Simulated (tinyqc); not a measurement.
Conductance against temperature: phonon transmission through an interface between two chains by Green functions. Computed by tinyqc, a small Python program. Command: `OMP_NUM_THREADS=1 python tinyqc.py 3023534 3023535 out.jsonl agf walk`. One thread of a shared host (Intel(R) Xeon(R) Processor @ 2.30GHz), about 0.01 s of CPU time with the checks.

Two semi-infinite chains (masses m_1, m_2; springs k_1, k_2), motion along the chain. The central region holds the end atom of each chain and one interlayer atom of mass m_b, joined by springs k_b. lambda = omega^2 in eV/(angstrom^2 u); nu = 15.6333042 THz x sqrt(lambda).

Inputs (values chosen for the exercise, for two model chains):
```
quantity,value,unit
mass m_1,72.6,u
spring k_1,4.35,eV/angstrom^2
mass m_2,31.4,u
spring k_2,6.79,eV/angstrom^2
junction spring k_b,4.57,eV/angstrom^2
interlayer mass m_b,67.8,u
probe frequency / lower band top,0.5,-
```

Atoms in the interlayer: one.

Constants: nu for 1 eV/(angstrom^2 u) = 15.6333042 THz; h x 1 THz = 4.135667696 meV; k_B = 8.617333262e-05 eV/K; k_B = 1.380649e-23 J/K; h = 6.62607015e-34 J s.

Method:
- nu_max = 15.6333042 THz x 2 sqrt(k/m); impedance Z = sqrt(k m); long-wave transmission 4 Z_1 Z_2/(Z_1 + Z_2)^2; the probe frequency is the given share of the lower band top.
- In chain i, sin(q_i a/2) = nu/nu_max,i. An outgoing wave makes the next atom move as exp(i q_i a) times the end atom, so the lead adds the self-energy Sigma_i = -k_i exp(i q_i a) to the force-constant matrix; Gamma_i = -2 Im Sigma_i = 2 k_i sin(q_i a).
- A = lambda M - K - Sigma over the central atoms, with K_ii the sum of the springs at i, K_(i,i+1) = -k_b; G = inverse of A; transmission = Gamma_1 Gamma_2 |G_(first,last)|^2.
- Landauer conductance G = k_B int tau(nu) x^2 e^x/(e^x - 1)^2 d nu, x = h nu/(k_B T), from 0 to the lower band top (240 Gauss-Legendre points in s from 0 to 1, nu = nu_top sin(pi s/2)); tau is the transmission, and its thermal mean is G over the value for tau = 1 in the same window; the quantum is g_0 = pi^2 k_B^2 T/(3 h).

band top of chain 1 = 7.65345 THz

band top of chain 2 = 14.5395 THz

Conductance:
```
T (K),G (pW/K),mean transmission,G/g_0,G for transmission 1 (pW/K)
1,0.93736,0.99041,0.99041,0.94643
5,4.6863,0.99032,0.99032,4.7322
20,18.716,0.98879,0.98879,18.929
50,45.723,0.97981,0.96623,46.666
100,75.026,0.96656,0.79272,77.621
200,92.732,0.95915,0.48990,96.681
400,98.791,0.95678,0.26096,103.25
800,100.45,0.95614,0.13266,105.05
```

At 1 K G/g_0 = 0.990; as T goes to 0 it tends to the long-wave transmission, where only the impedances count. Towards high T all modes count more and more alike; at 800 K G is 100 pW/K and the mean transmission is 0.956, which is at least 0.7 of the low-T value.

Extremes, crossings and ranges named in words are read from the listed rows.
